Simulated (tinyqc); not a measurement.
From results back to parameters: metal-induced gap states at the contact of a metal chain and a two-band chain. Five cases, with inputs chosen for the exercise.

Problem. With gap states the barrier for electrons is phi = S (W - chi - p) + p, W being the work function of the metal, S the pinning factor and p the depth of the neutrality level below the conduction edge. The barriers for two metals come from hidden S and p, those of the chain and not of a measured contact.

Find: S, p (eV).

Method. The slope of the barrier against W is S; then p = (phi1 - S (W1 - chi))/(1 - S).

Case 1.

Values chosen (out of a larger set: gap and optical dielectric constant near those of GaAs; the chain itself is a model; not measured data):
- W1 = 4.45 eV (work function of metal 1)
- W2 = 5.69 eV (of metal 2)
- chi = 4.18 eV (electron affinity)

barriers (eV): metal 1 0.73440, metal 2 0.90800

Solution.

S, p (eV): 0.140  0.810

Case 2.

Values chosen (out of a larger set: gap and optical dielectric constant near those of SiC; the chain itself is a model; not measured data):
- W1 = 4.47 eV (work function of metal 1)
- W2 = 5.28 eV (of metal 2)
- chi = 3.51 eV (electron affinity)

barriers (eV): metal 1 1.21700, metal 2 1.81883

Solution.

S, p (eV): 0.743  1.960

Case 3.

Values chosen (out of a larger set: gap and optical dielectric constant near those of Ge; the chain itself is a model; not measured data):
- W1 = 4.28 eV (work function of metal 1)
- W2 = 5.48 eV (of metal 2)
- chi = 4.13 eV (electron affinity)

barriers (eV): metal 1 0.40256, metal 2 0.52016

Solution.

S, p (eV): 0.098  0.430

Case 4.

Values chosen (out of a larger set: gap and optical dielectric constant near those of Ge; the chain itself is a model; not measured data):
- W1 = 4.27 eV (work function of metal 1)
- W2 = 5.28 eV (of metal 2)
- chi = 3.98 eV (electron affinity)

barriers (eV): metal 1 0.35258, metal 2 0.45964

Solution.

S, p (eV): 0.106  0.360

Case 5.

Values chosen (out of a larger set: gap and optical dielectric constant near those of Si; the chain itself is a model; not measured data):
- W1 = 4.33 eV (work function of metal 1)
- W2 = 5.54 eV (of metal 2)
- chi = 3.97 eV (electron affinity)

barriers (eV): metal 1 0.68680, metal 2 0.85620

Solution.

S, p (eV): 0.140  0.740

Computed by tinyqc, one run a case: `OMP_NUM_THREADS=1 python tinyqc.py N N+1 out.jsonl` with N = 1480844, 1480854, 1480955, 1481153, 1481169; one thread of a shared Intel(R) Xeon(R) Processor @ 2.30GHz, about 0.01 s a run at most.
